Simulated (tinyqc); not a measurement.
# Thin-body transistor below threshold, two-dimensional Poisson equation on a small mesh: several studies

A thin body on a thick buried insulator of low permittivity, taken as carrying no normal field at the bottom of the body (row 0). Mobile charge is neglected (subthreshold), the body is fully depleted, and potentials are counted from the intrinsic level; rows run upward to the gate, columns from source to drain.

Values chosen for this exercise; semiconductor permittivity close to that of In0.53Ga0.47As:
```
symbol,value,unit,meaning
T,300,K,temperature
eps_r,13.7,,relative permittivity of the semiconductor
eox,3.9,,relative permittivity of the insulator
tb,6,nm,body thickness
tox,1.6,nm,insulator thickness
L,52,nm,channel length
Na,4.4e17,cm^-3,acceptor density of the depleted body
Vbi,0.53,V,potential of the source
Vfb,-0.02,V,gate offset
Vg,0,V,gate voltage
Vd,0.3,V,drain voltage
```

Constants: q = 1.602176634e-19 C, kB = 1.380649e-23 J/K, Vt = kB T/q, eps0 = 8.8541878128e-14 F/cm where lengths are in cm. Results are converted to the units shown.

Each table varies one quantity; the others keep the values above.

## Effect of the insulator thickness

Mesh: rows i = 0..12 in the semiconductor (step hs = tb/12, row 12 on the interface), then 8 step(s) ho = tox/8 up to the gate row 20; columns j = 0..80 (step hy = L/80). Box integration, divided by eps0: up_i = eps hy/h of the interval above row i, dn_i = that of the interval below (0 for row 0), lat_i = (sum of eps h/2 over the intervals above and below)/hy, s_i = -q Na w_i hy/eps0 with w_i the semiconductor height of the box (hs/2 for row 0 and the interface row, hs between, 0 in the insulator). Each free node obeys (up + dn + 2 lat) psi = up psi(above) + dn psi(below) + lat [psi(left) + psi(right)] + s. Fixed values: gate row Vg - Vfb; column 0 at Vbi and the last column at Vbi + Vd in the semiconductor, each running linearly to Vg - Vfb across the insulator. The system is solved directly. On row 0 the minimum of psi and its place come from a parabola through the three lowest nodes; barrier = Vbi - minimum, swing = Vt ln 10/(d psi/dVg), DIBL = (d psi/dVd)/(d psi/dVg) there. Lambda = pi/k with k the smallest positive root of tan(k tox) tan(k tb) = eox/eps_r.

Effect of the insulator thickness:
```
tox (nm)	L/Lambda	barrier (V)	place y/L	swing (mV/decade)	DIBL (mV/V)
0.64	3.198	0.5178	0.4775	60.51	6.455
0.88	2.939	0.5158	0.4756	60.99	9.565
1.2	2.670	0.5120	0.4733	61.73	14.45
1.7	2.360	0.5042	0.4701	63.10	23.42
2.3	2.096	0.4931	0.4666	64.97	35.81
3.2	1.820	0.4746	0.4620	68.13	56.72
```

As tox goes from 0.64 to 3.2 nm, the barrier falls from 0.518 to 0.475 V, the swing rises from 60.5 to 68.1 mV a decade and DIBL rises from 6.45 to 56.7 mV/V; the ideal swing is 59.5. L/Lambda goes from 3.2 to 1.8.

## Choice of the relaxation factor

Mesh: rows i = 0..1 in the semiconductor (step hs = tb/1, row 1 on the interface), then 1 step(s) ho = tox/1 up to the gate row 2; columns j = 0..4 (step hy = L/4). Sweeps go row by row from row 0, left to right, psi(new) = psi + omega (t - psi) with t the value that solves the node equation for the newest neighbours; free nodes start at zero; stop when the largest change is below 1e-7 V.

Choice of the relaxation factor:
```
omega	sweeps
1	21
1.1	16
1.2	12
1.3	14
1.4	17
1.5	22
1.6	30
1.7	43
1.8	67
1.9	139
```

Read the table: what changes, and by how much?

Gauss-Seidel (omega = 1) takes 21 sweeps; the fewest, 12, are at omega = 1.2, and omega = 1.9 takes 139. The Jacobi matrix of this mesh has spectral radius rho = 0.6971, so theory puts the best factor at 2/(1 + sqrt(1 - rho^2)) = 1.16.

## Effect of the relative permittivity of the insulator

Same model as above.

Results:
```
eox	L/Lambda	barrier (V)	place y/L	swing (mV/decade)	DIBL (mV/V)
3.9	2.414	0.5059	0.4707	62.81	21.52
5.9	2.769	0.5133	0.4742	61.43	12.47
13	3.386	0.5183	0.4787	60.29	4.954
20	3.651	0.5188	0.4802	60.04	3.341
30	3.847	0.5189	0.4811	59.91	2.500
```

Estimate the missing row, eox = 8.8.

Computed row:
```
eox	L/Lambda	barrier (V)	place y/L	swing (mV/decade)	DIBL (mV/V)
8.8	3.097	0.5168	0.4768	60.69	7.606
```

With this row back in the table: As eox goes from 3.9 to 30, the barrier rises from 0.506 to 0.519 V, the swing falls from 62.8 to 59.9 mV a decade and DIBL falls from 21.5 to 2.50 mV/V; the ideal swing is 59.5. L/Lambda goes from 2.4 to 3.8.

Program tinyqc, `OMP_NUM_THREADS=1 python tinyqc.py 2480167 2480168 out.jsonl`; Intel Xeon 2.30GHz, shared host, one thread, about 0.1 s.
